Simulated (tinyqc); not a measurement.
Electron continuity equation in a given potential, Scharfetter-Gummel discretisation: one step of the calculation.

Steady state in one dimension: J = q mu n E + q D dn/dx with E = -dpsi/dx and D = mu Vt, dJ/dx = q (n/tau - G), fixed densities nL and nR at the ends. The potential is given, psi = U x/L, and is not changed by the electrons.

Task. Densities and current. B(d_i) and B(-d_i) are the Bernoulli factors of the potential steps, b and f the diagonal and right side. Solve B(-d_(i-1)) n_(i-1) + b_i n_i + B(d_i) n_(i+1) = f_i (end values already in f), then J_i = (q D/h) [n_(i+1) B(d_i) - n_i B(-d_i)], h = L/12, D = mu Vt.

Parameters, values chosen for the exercise; mobility close to that of germanium at room temperature: temperature T = 293 K; electron mobility mu = 3970 cm^2/(V s); length of the region L = 0.39 um; density at x = 0 nL = 1.9e15 cm^-3; density at x = L nR = 0 cm^-3.

Constants: q = 1.602176634e-19 C, kB = 1.380649e-23 J/K, Vt = kB T/q. Results are converted to the units shown.

| interval | B(d_i) | B(-d_i) |
|---|---|---|
| 0 | 0.39214483 | 2.0423892 |
| 1 | 0.39214483 | 2.0423892 |
| 2 | 0.39214483 | 2.0423892 |
| 3 | 0.39214483 | 2.0423892 |
| 4 | 0.39214483 | 2.0423892 |
| 5 | 0.39214483 | 2.0423892 |
| 6 | 0.39214483 | 2.0423892 |
| 7 | 0.39214483 | 2.0423892 |
| 8 | 0.39214483 | 2.0423892 |
| 9 | 0.39214483 | 2.0423892 |
| 10 | 0.39214483 | 2.0423892 |
| 11 | 0.39214483 | 2.0423892 |

| node | diagonal b | right side f (cm^-3) |
|---|---|---|
| 1 | -2.4415590 | -3.8805394e15 |
| 2 | -2.4415590 | 0 |
| 3 | -2.4415590 | 0 |
| 4 | -2.4415590 | 0 |
| 5 | -2.4415590 | 0 |
| 6 | -2.4415590 | 0 |
| 7 | -2.4415590 | 0 |
| 8 | -2.4415590 | 0 |
| 9 | -2.4415590 | 0 |
| 10 | -2.4415590 | 0 |
| 11 | -2.4415590 | 0 |

Give: n; J.

Result.

| node | n (cm^-3) |
|---|---|
| 0 | 1.900e15 |
| 1 | 1.892e15 |
| 2 | 1.884e15 |
| 3 | 1.876e15 |
| 4 | 1.868e15 |
| 5 | 1.860e15 |
| 6 | 1.852e15 |
| 7 | 1.844e15 |
| 8 | 1.834e15 |
| 9 | 1.816e15 |
| 10 | 1.755e15 |
| 11 | 1.468e15 |
| 12 | 0 |

| interval | J (1e4 A/cm^2) |
|---|---|
| 0 | -1.551 |
| 1 | -1.544 |
| 2 | -1.538 |
| 3 | -1.531 |
| 4 | -1.525 |
| 5 | -1.518 |
| 6 | -1.512 |
| 7 | -1.506 |
| 8 | -1.499 |
| 9 | -1.493 |
| 10 | -1.487 |
| 11 | -1.482 |

Range of the model: The drift velocity mu E exceeds 1e7 cm/s somewhere, where real mobilities no longer stay constant.

Numbers from tinyqc (`OMP_NUM_THREADS=1 python tinyqc.py 2220025 2220026 out.jsonl`; about 0.01 s on one thread of a shared Intel Xeon 2.30GHz).
